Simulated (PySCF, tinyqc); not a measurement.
Worked calculation: CIS and TDHF on RHF in the sto-6g basis, for H4, spin multiplicity 1. The lowest restricted solution is unstable here: a spin-polarised one lies 0.0106 hartree lower (PySCF). One step of it, computed by the program tinyqc.

Problem. CIS matrix, triplets. A(ia,jb) = (e_a - e_i) d_ij d_ab - (ij|ab).

orbital energies (hartree): MO1 -0.562454, MO2 -0.356124, MO3 0.222647, MO4 0.661343

Two-electron integrals over orbitals (pq|rs), unique and non-zero (hartree):
```
(11|11) 0.468824    (21|21) 0.155357    (22|11) 0.408991    (22|22) 0.427942
(31|11) -0.078844   (31|22) 0.013053    (31|31) 0.109122    (32|21) 0.095100
(32|32) 0.140407    (33|11) 0.417373    (33|22) 0.423957    (33|31) 0.000398
(33|33) 0.440413    (41|21) 0.041985    (41|32) -0.059451   (41|41) 0.101001
(42|11) 0.080841    (42|22) -0.002315   (42|31) -0.102155   (42|33) -0.004041
(42|42) 0.107615    (43|21) -0.151181   (43|32) -0.097550   (43|41) -0.040233
(43|43) 0.162194    (44|11) 0.490472    (44|22) 0.433076    (44|31) -0.081868
(44|33) 0.446253    (44|42) 0.087987    (44|44) 0.537986
```

Give: CIS matrix A, triplet.

Solution.

CIS matrix A, triplet (hartree), lower triangle:
```
        1>3     1>4     2>3     2>4
1>3  0.3677
1>4  0.0000  0.7333
2>3  0.0000  0.1512  0.1548
2>4  0.1512  0.0000  0.0000  0.5844
```
